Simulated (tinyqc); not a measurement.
Drift velocity with scattering: Wannier-Stark ladder of a miniband.

Constants: hbar = 6.58211957e-16 eV s.

Inputs chosen for the exercise (out of a larger set: near those of an InGaAs/InAlAs superlattice; not measured data):
- W = 39 meV (miniband width)
- d = 80 angstrom (period)
- G = 12 meV (hbar/tau)

Esaki-Tsu: v = v0 y/(1 + y^2), y = e F d/G, v0 = W d/(2 hbar), at zero temperature; 1 angstrom/s = 1e-8 cm/s, 1 kV/cm = 0.01 meV/angstrom. The last column is dv/dF in cm^2/(V s).

Results:

| y | F (kV/cm) | v (1e6 cm/s) | dv/dF |
|---|---|---|---|
| 0.1 | 1.50 | 2.35 | 1533 |
| 0.3 | 4.50 | 6.52 | 1210 |
| 0.6 | 9.00 | 10.46 | 547 |
| 1.0 | 15.00 | 11.85 | 0 |
| 1.5 | 22.50 | 10.94 | -187 |
| 4.0 | 60.00 | 5.58 | -82 |

Give the missing row, y = 2.5.

Computed row:
```
y    F (kV/cm)  v (1e6 cm/s)  dv/dF
2.5      37.50          8.17   -158
```

v0 = 23.70 x 1e6 cm/s
field at y = 1 = 15.00 kV/cm

The velocity peaks at v0/2 = 11.85 x 1e6 cm/s at 15.00 kV/cm and then falls: negative differential velocity, steepest at y = sqrt3 with -v0/(8 Fc) = -198 cm^2/(V s). The low-field mobility is v0/Fc = 1580 cm^2/(V s). At the peak the swing is W/G = 3.2 periods, too few for the semiclassical picture to be safe.

tinyqc: `OMP_NUM_THREADS=1 python tinyqc.py 1251613 1251614 out.jsonl`; about 0.01 s, one thread, shared Intel(R) Xeon(R) Processor @ 2.30GHz.
